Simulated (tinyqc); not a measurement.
Domain walls in a thin film with perpendicular anisotropy: Bloch, Neel and chiral walls, motion and stripe domains: one step, computed by the program tinyqc.

One-dimensional wall: polar angle theta(x), azimuth phi of the moment in the wall (phi = 0 Neel, 90 degrees Bloch). mu_0 = 1.25663706212e-6 T m/A, gamma = 1.76085963023e11 rad/(s T).

Question. Bloch or Neel. sigma(phi) = sigma_0 + 2 Delta K_D cos^2(phi) - pi D cos(phi), with the wall shape anisotropy K_D = N_x mu_0 M_s^2/2, N_x = t ln 2/(pi Delta). The minimum has cos(phi) = D/D_N for D < D_N = 4 Delta K_D/pi and phi = 0 beyond; sigma turns negative at D_c = (sigma_0 + 2 Delta K_D)/pi.

Inputs (values chosen for the exercise, for a model film): saturation magnetisation M_s = 867 kA/m; DMI constant D = 0.42 mJ/m^2; thickness t = 2.8 nm.

width parameter Delta = 11.88686 nm

sigma_0 = 7.403131 mJ/m^2

Give: K_D; D_N; azimuth phi; wall energy sigma; D_c.

Answer.

K_D = 24.55 kJ/m^3

D_N = 0.3715 mJ/m^2

azimuth phi = 0 degrees

wall energy sigma = 6.667 mJ/m^2

D_c = 2.542 mJ/m^2

A pure chiral Neel wall. D is 0.17 of D_c.
